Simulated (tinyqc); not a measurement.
Sheet resistance and Hall data of a diffused or implanted layer. An Irvin curve: changing the peak concentration. Computed by tinyqc, a small Python program. Command: `OMP_NUM_THREADS=1 python tinyqc.py 3015776 3015777 out.jsonl layer sweep`. One thread of a shared host (Intel(R) Xeon(R) Processor @ 2.30GHz), about 0.01 s of CPU time with the checks.

Carriers are taken equal to the net active doping down to the junction (full ionisation, which deep dopants in wide-gap hosts do not reach; no spill-over, no depletion), and the Hall factor is 1.

Inputs (values chosen for the exercise, modelled on aluminium in 4H-SiC):
```
quantity,value,unit
mu_min,16.4,cm^2/(V s)
mu_max,123,cm^2/(V s)
N_ref,1.8e+19,1/cm^3
exponent alpha,0.33,-
length scale l,13,nm
background doping N_B (opposite type),2.7e+17,1/cm^3
solubility limit N_s,1.1e+20,1/cm^3
```

Profile: box. Activation: limited by solubility.

Constants: e = 1.602176634e-19 C.

Method:
- N(x) = N_0 down to x_j = l, dose N_0 l.
- Mobility mu = mu_min + (mu_max - mu_min)/(1 + (N_t/N_ref)^alpha), N_t = active doping + N_B; carriers n = active doping - N_B, active doping min(N, N_s).
- Integrals from x_0 (0 unless stated) to x_j by the midpoint rule on 400 even intervals: 1/R_s = e int n mu dx; sheet density n_s = int n dx; Hall sheet density (int n mu dx)^2/int n mu^2 dx; Hall mobility int n mu^2 dx/int n mu dx.
- Mean conductivity 1/(R_s x_j); mean mobility 1/(e n_s R_s).

One run for each value:
```
peak concentration N_0 (1/cm^3),mean conductivity 1/(R_s x_j) (S/cm),sheet resistance R_s (ohm),Hall mobility (cm^2/(V s)),junction depth x_j (nm),sheet density n_s (1/cm^2)
5.40e+18,65.54,11737,79.738,13,6.6690e+12
8.40e+18,99.12,7761,76.093,13,1.0569e+13
1.30e+19,147.62,5211,72.379,13,1.6549e+13
2.00e+19,217.03,3544,68.656,13,2.5649e+13
3.20e+19,328.32,2343,64.582,13,4.1249e+13
4.90e+19,475.67,1617,60.925,13,6.3349e+13
7.70e+19,702.31,1095,57.128,13,9.9749e+13
1.20e+20,953.19,807,54.218,13,1.4265e+14
1.90e+20,953.19,807,54.218,13,1.4265e+14
2.90e+20,953.19,807,54.218,13,1.4265e+14
```

Over the rows, mean conductivity 1/(R_s x_j) (S/cm) rises from 65.5 to 953, flat over part of the range; sheet resistance R_s (ohm) falls from 11700 to 807, flat over part of the range; Hall mobility (cm^2/(V s)) falls from 79.7 to 54.2, flat over part of the range. At the high end the exponent of sheet resistance R_s is 0.00, close to 0: the added dopants are inactive.

Caution (rows 5.40e18, 8.40e18, 1.30e19, 2.00e19, 3.20e19, 4.90e19, 7.70e19): the layer is not thick against surface and junction depletion widths, which remove carriers that this model counts.

Extremes, crossings and ranges named in words are read from the listed rows.
